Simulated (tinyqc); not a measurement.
# Competing polymorphs of an oxide film: bulk, surface, grain-boundary, dopant and field terms, step by step

A worked calculation. Computed by tinyqc, a small Python program that keeps every step. Command: `OMP_NUM_THREADS=1 python tinyqc.py 3016627 3016628 out.jsonl polymorph walk`. One thread of a shared host (Intel(R) Xeon(R) Processor @ 2.30GHz), about 0.01 s of CPU time with the checks. Intermediate numbers are printed to about 5 digits and carried at full precision; extremes and crossings named in words are read from the listed rows.

Phases: monoclinic m (reference), polar orthorhombic o, tetragonal t. Free energies per formula unit (f.u.); 1 J/m^2 x angstrom^3/nm = 6.241509 meV.

Inputs (values chosen for the exercise, for a model oxide): energy of the polar phase o over m = 45.9 meV/f.u.; energy of the tetragonal phase t over m = 99.3 meV/f.u.; entropy of o over m = 0.011 meV/(f.u. K); entropy of t over m = 0.059 meV/(f.u. K); surface energy of m = 2.84 J/m^2; surface energy of o = 2.19 J/m^2; surface energy of t = 2 J/m^2; grain-boundary energy over surface energy = 0.76; volume per formula unit Omega = 35 angstrom^3; film thickness h = 24 nm; grain radius R = 17 nm; temperature T = 1100 K; dopant content x = 5.2 %; shift of o per % of dopant = -4.8 meV/f.u.; shift of t per % of dopant = -20 meV/f.u.; polarisation of o = 42 microcoulomb/cm^2; field E = 2.4 MV/cm; width sigma of ln R = 0.28; interlayer thickness (SiO2) = 0.59 nm.

Geometry: columnar grains in a film.

permittivities of m, o, t: [18, 26, 35]

## Bulk terms

Bulk term b = H - T S + (shift) x, zero for m. The undoped bulk turns from m to t at T = H_t/S_t.

b (meV/f.u.): m 0.00, o 8.84, t -69.60

bulk m-t temperature = 1683.1 K

## Free energies of the grain

Area per volume: A = 2/h + f_b/R (two free faces; the side wall 2/R is shared by two grains and carries f_b gamma); G = b + gamma Omega A.

area per volume A = 0.12804 1/nm

G less G(m) (meV/f.u.): m 0.000, o -9.341, t -93.095

G(o) - G(m) = -9.3408 meV/f.u.

G(t) - G(o) = -83.754 meV/f.u.

The lowest phase is t, by 83.8 meV/f.u. over o, as in the bulk terms. Caution: this is an equilibrium ranking; real films often keep the phase that nucleates first on cooling from t.

## Crossing points

With G = b + gamma Omega A (b the bulk free energy per formula unit, A the area per volume), two phases i, j cross at A_ij = (b_j - b_i)/(Omega (gamma_i - gamma_j)); o has a window only if A_mo < A_ot.

A_mo = 0.062256 1/nm

A_ot = -1.8898 1/nm

A_mt = -0.37929 1/nm

t is lowest at every size.

## Phase shares in a spread of grain sizes

Grain radii are log-normal by volume with median R and width sigma; the share with A above A* is that with radius below R*, R* = f_b/(A* - 2/h) (all grains if A* <= 2/h), share = (1/2) erfc[-ln(R*/R)/(sqrt 2 sigma)]. Effective permittivity of a layer of thickness h built of such grains, taken in parallel: sum of share x eps; EOT = interlayer + 3.9 h/eps.

volume shares: m 0, o 0, t 1

share of o = 0

effective permittivity = 35

equivalent oxide thickness = 3.2643 nm

One phase holds nearly all the volume.

## A field

The polar phase gains -P E Omega (1 microcoulomb/cm^2 x MV/cm x angstrom^3 = 0.006241509 meV); the dielectric term -(1/2) eps_0 (eps - 1) E^2 Omega is left out. Where t lies below o, o is reached at E_up = [G(o) - G(t)]/(P Omega), else 0.

gain P E Omega = 22.020 meV/f.u.

G(t) - G(o) in the field = -61.734 meV/f.u.

crossing field E_up = 9.1285 MV/cm

The field is too weak to reach o.

## Thickness series

Bulk term b = H - T S + (shift) x, zero for m. The median radius is held at R.

Against thickness:
```
h (nm)  A at R (1/nm)  share m  share o  share t  eps  EOT (nm)
3             0.71137        0        0        1   35    0.9243
4             0.54471        0        0        1   35    1.0357
6             0.37804        0        0        1   35    1.2586
8             0.29471        0        0        1   35    1.4814
11            0.22652        0        0        1   35    1.8157
15            0.17804        0        0        1   35    2.2614
22            0.13561        0        0        1   35    3.0414
35            0.10185        0        0        1   35    4.4900
```

From 3 to 35 nm the share of t stays at 1.00 and that of m by less than the digits shown, at 0.00; o stays under 2 %. A at the median radius runs from 0.711 down to 0.102 1/nm, against the crossings A_mo = 0.062, A_ot = -1.890 and A_mt = -0.379; the majority phase is t in the thinnest film and t in the thickest.

## Dopant series

The formulas are those given above.

Against dopant content:
```
x (%)  A_mo (1/nm)  A_ot (1/nm)  share m  share o  share t
0.0        0.23804       0.0145  0.99874        0   0.0013
1.0        0.20423      -0.3518  0.00000        0   1.0000
2.0        0.17043      -0.7180  0.00000        0   1.0000
3.0        0.13663      -1.0842  0.00000        0   1.0000
4.0        0.10282      -1.4504  0.00000        0   1.0000
5.0        0.06902      -1.8166  0.00000        0   1.0000
6.5        0.01831      -2.3659  0.00000        0   1.0000
8.0       -0.03240      -2.9152  0.00000        0   1.0000
10.0      -0.10000      -3.6477  0.00000        0   1.0000
```

The dopant lowers t by 20 and o by 4.8 meV per %, so A_ot falls faster than A_mo. The share of o stays under 2 % at every content listed. t holds the majority from x = 1 % on.

Checks made by the program: equal free energies at A_mt (relative difference below 1e-10).
